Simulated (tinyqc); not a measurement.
Worked calculation: donor level screened by free carriers (Yukawa potential). Values are carried at full precision from step to step, so a last printed digit may differ when a step is redone from the rounded ones.

Screening wave number: Debye ks^2 = 4 pi q n/(eps kB T); Thomas-Fermi ks^2 = 6 pi q n/(eps EF) with EF = c (3 pi^2 n/gv)^(2/3)/m, c = hbar^2/2m0; the two are joined by 1/ks^2 = sqrt(1/ks_D^4 + 1/ks_TF^4). 1e18/cm^3 = 1e-6/angstrom^3, q = e^2/(4 pi eps0).

Constants: e^2/(4 pi eps0) = 14.39964547 eV angstrom; kB = 8.617333262e-05 eV/K; hbar^2/2m0 = 3.80998211 eV angstrom^2; Ry = 13.60569312 eV; a0 (Bohr radius) = 0.5291772105 angstrom.

Values chosen for the exercise (near those of a donor in Si, with one mean mass; shifted at random, so the results belong to these values and not to a real crystal):
- m = 0.31 m0 (mass)
- eps = 11.4 (dielectric constant)
- gv = 6 (valleys)
- T = 200 K (temperature)
- n = 1.1 x 1e18/cm^3 (free-carrier density)

## Units and screening length

Give Ry* = Ry m/eps^2, a* = a0 eps/m, EF, the three values of ks, and x = ks a*.

Ry* = 32.454 meV
a* = 19.46 angstrom
EF = 3.80 meV

ks: Debye, Thomas-Fermi, joined (1/angstrom): [0.03183, 0.08306, 0.03166]

x = 0.6161

EF/kB T = 0.22, so the Debye value, the smaller one, controls the screening.

## One-parameter trial function

Potential -(q/(eps r)) exp(-ks r), q = e^2/(4 pi eps0). In units Ry* = Ry m/eps^2 and a* = a0 eps/m the problem is [-Laplacian - 2 exp(-x r)/r] psi = E psi with x = ks a*.

For exp(-z r): E(z) = z^2 - 8 z^3/(2z + x)^2 in Ry*. Scan z = 0.5, 0.6, ..., 1.1, then minimise; first order gives -1 + 2x.

Scan (Ry*):
```
z    kinetic  potential        E
0.5   0.2500    -0.3829  -0.1329
0.6   0.3600    -0.5239  -0.1639
0.7   0.4900    -0.6751  -0.1851
0.8   0.6400    -0.8340  -0.1940
0.9   0.8100    -0.9991  -0.1891
1.0   1.0000    -1.1689  -0.1689
1.1   1.2100    -1.3427  -0.1327
```

best z = 0.816
E = -0.1942 Ry*
binding = 6.30 meV

First order in x would give 0.232 Ry*, a rigid shift by q ks/eps; it overstates the loss of binding by 0.426 Ry*.

## Converged levels

Converged values use 18 functions exp(-z r), z = 1.55^i, i = -11 to 6: S = 2/A^3, H = z_i z_j S - 2/(A + x)^2, A = z_i + z_j.

The 1s and 2s levels and the mean radius.

1s = -0.2002 Ry*
binding = 6.50 meV
<r> = 38.9 angstrom
second root = 0.0000 Ry*

The trial function misses by 0.0060 Ry*. Screening leaves 20 % of the bare binding, 0.38 kB T. 2s is no longer bound (it unbinds at x = 0.310).

## Checks

- 1s at x = 0.5 against the known -0.29623 Ry*: both -0.29623.
- 1s at x = 0 against -1: both -1.00000.

Program tinyqc; command `OMP_NUM_THREADS=1 python tinyqc.py 1282025 1282026 out.jsonl`; about 0.02 s on one thread of a shared Intel(R) Xeon(R) Processor @ 2.30GHz.
